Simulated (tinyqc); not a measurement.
Sharing a fixed EOT between the layers.

Without charge in the stack, a voltage of 0.6 V over an EOT of 1.9 nm gives F1 = (V/EOT)(3.9/e1) and F2 = F1 e1/e2; t2 = e2 (EOT/3.9 - t1/e1).

Values chosen for this exercise:

| symbol | value | unit | meaning |
|---|---|---|---|
| e1 | 7.63 |  | relative permittivity of layer 1 |
| e2 | 9.03 |  | relative permittivity of layer 2 |

Sharing a fixed EOT between the layers:
```
t1 (nm),t2 (nm),physical thickness (nm),drop over layer 1 (V),drop over layer 2 (V)
0,4.399,4.399,0,0.6000
0.45,3.867,4.317,0.07264,0.5274
0.9,3.334,4.234,0.1453,0.4547
1.35,2.802,4.152,0.2179,0.3821
1.81,2.257,4.067,0.2922,0.3078
2.26,1.725,3.985,0.3648,0.2352
2.71,1.192,3.902,0.4374,0.1626
3.16,0.6594,3.819,0.5101,0.08994
```

Each 0.1 nm of layer 1 costs 0.118 nm of layer 2, so the physical thickness falls from 4.40 to 3.82 nm. The fields do not change, 1.61 MV/cm in layer 1 and 1.36 MV/cm in layer 2, and layer 1 takes half of the voltage at t1 = 1.86 nm.

Computed by the program tinyqc: `OMP_NUM_THREADS=1 python tinyqc.py 2010129 2010130 out.jsonl`, one thread of a shared Intel Xeon 2.30GHz, about 0.01 s for the whole run.
